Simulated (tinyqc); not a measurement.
## MOS inversion layer, Poisson-Schroedinger loop: effect of the temperature

Electrons confined at an insulator interface at z = 0, treated as a hard wall; parabolic valleys, Hartree approximation, no image or exchange terms. The depletion charge lies far deeper than the electrons and gives a uniform field q Nd/(eps0 eps_r); the gate balances all charge. Energies are counted from the band edge at the interface.

Schroedinger equation -(C/mz) psi'' + (V0 + U + dE for set B) psi = E psi, C = hbar^2/(2 m0), psi(0) = 0, on a uniform mesh of 800 nodes with a far wall at 75 nm, 8 levels a set; V0 = q Nd z/(eps0 eps_r); dU/dz = q (Ns - integral of n from 0 to z)/(eps0 eps_r), U(0) = 0; N_k = g md m0 q Vt/(pi hbar^2) ln(1 + exp((EF - E_k)/Vt)), g the number of valleys of the set, sum N_k = Ns. Triangular well: E_k = a_k (C F^2/mz)^(1/3), a_1 = 2.338107, a_2 = 4.087949, C = hbar^2/(2 m0), F in eV/nm. Fang-Howard (all electrons in the lowest level of set A): b^3 = 6 (mz1/C) q (Nd + 11 Ns/32)/(eps0 eps_r), centroid 3/b, level C b^2/(4 mz1) + (3/b) q (Nd + 11 Ns/16)/(eps0 eps_r). The centroid adds 3.9 z_av/eps_r to an oxide-equivalent thickness.

Parameters, values chosen for the exercise; masses and permittivity close to those of silicon (100):
- eps_r = 11.6 (relative permittivity)
- mz1 = 0.902 m0 (mass along z of valley set A (2 valley(s)))
- md1 = 0.191 m0 (in-plane density-of-states mass of set A)
- mz2 = 0.191 m0 (mass along z of valley set B (4 valley(s)))
- md2 = 0.412 m0 (in-plane density-of-states mass of set B)
- Ns = 1.2e12 cm^-2 (sheet density of electrons)
- Nd = 2.2e11 cm^-2 (sheet density of depletion charge)
- dE = 0 eV (extra shift of set B (strain))

Constants: q = 1.602176634e-19 C, kB = 1.380649e-23 J/K, hbar = 1.054571817e-34 J s, m0 = 9.1093837015e-31 kg, Vt = kB T/q, eps0 = 8.8541878128e-14 F/cm where lengths are in cm, hbar^2/(2 m0) = 0.0380998212 eV nm^2. Results are converted to the units shown.

The same in every row: Fang-Howard centroid (nm) = 2.68.

Results:

| T (K) | A1 (meV) | B1 (meV) | EF (meV) | share of A1 (%) | share of set A (%) | centroid z_av (nm) | added oxide equivalent (nm) |
|---|---|---|---|---|---|---|---|
| 20 | 55.8 | 75.5 | 63.3 | 99.9 | 99.9 | 2.52 | 0.847 |
| 50 | 56.3 | 77.3 | 62.2 | 91.2 | 92.8 | 2.71 | 0.912 |
| 77 | 57.0 | 79.9 | 59.4 | 78.8 | 82.7 | 2.99 | 1.00 |
| 120 | 58.0 | 83.4 | 52.2 | 62.1 | 69.8 | 3.42 | 1.15 |
| 200 | 59.2 | 87.8 | 31.7 | 42.3 | 55.3 | 4.20 | 1.41 |
| 400 | 60.5 | 93.1 | -43.2 | 22.1 | 41.2 | 5.89 | 1.98 |
| 500 | 60.9 | 94.5 | -88.3 | 17.7 | 37.9 | 6.55 | 2.20 |

Estimate the missing row, T = 300 K.

Computed row:

| T (K) | A1 (meV) | B1 (meV) | EF (meV) | share of A1 (%) | share of set A (%) | centroid z_av (nm) | added oxide equivalent (nm) |
|---|---|---|---|---|---|---|---|
| 300 | 60.0 | 91.0 | -2.58 | 29.3 | 46.2 | 5.10 | 1.72 |

With this row back in the table: As T goes from 20 to 500, A1 rises from 55.8 to 60.9 meV, the share of A1 falls from 99.9 to 17.7 % and the centroid rises from 2.52 to 6.55 nm. EF lies more than 2 meV above A1 for T = 20, 50, 77. The Fang-Howard centroid is 6.4 % above the full one in the first row, where A1 holds 99.9 %, and 59 % below it in the last, where A1 holds 17.7 %. For T = 400, 500 the eighth level of a set still holds over 0.4 % of the electrons, so more levels and a farther wall would raise the centroid.

Program tinyqc, `OMP_NUM_THREADS=1 python tinyqc.py 2160143 2160144 out.jsonl`; Intel Xeon 2.30GHz, shared host, one thread, about 1 s.
